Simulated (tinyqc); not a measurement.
# Circular transfer-length structure: resistance against gap

A disc contact of radius r0 and a very wide ring contact from r1 = r0 + sp outwards lie on a thin layer; the metal has no resistance and the sheet resistance under the contacts equals Rsh.

Transfer length Lt = sqrt(rc/Rsh). R = (Rsh/2 pi) [(Lt/r0) I0(r0/Lt)/I1(r0/Lt) + ln(r1/r0) + (Lt/r1) K0(r1/Lt)/K1(r1/Lt)] with modified Bessel functions; for r0 >> Lt both ratios tend to 1. The last column is Rsh (sp + 2 Lt)/(2 pi r0).

Values chosen for this exercise: sheet resistance of the semiconductor layer Rsh = 1200 ohm/sq; specific contact resistivity rc = 7e-8 ohm cm^2; radius of the inner contact r0 = 0.43 um.

Resistance against gap:

| sp (um) | R (ohm) | large-radius form (ohm) | linear form (ohm) |
|---|---|---|---|
| 0.018 | 75.36 | 74.31 | 75.84 |
| 0.03 | 79.68 | 78.51 | 81.17 |
| 0.049 | 86.32 | 84.99 | 89.61 |
| 0.081 | 97.02 | 95.43 | 103.8 |
| 0.13 | 112.3 | 110.4 | 125.6 |
| 0.22 | 137.6 | 135.3 | 165.6 |
| 0.37 | 173.4 | 170.7 | 232.2 |
| 0.61 | 219.6 | 216.6 | 338.8 |

Read the table: what changes, and by how much?

R rises from 75.4 to 220 ohm. The linear form is 0.64 % above it in the first row and 54 % above it in the last, where ln(1 + sp/r0) has bent well below sp/r0. A straight line through the end rows, read with the linear form, gives Rsh = 659 ohm/sq and Lt = 0.146 um, against 1200 and 0.0764.

tinyqc, about 0.01 s, one thread, Intel Xeon 2.30GHz (shared host): `OMP_NUM_THREADS=1 python tinyqc.py 2760153 2760154 out.jsonl`
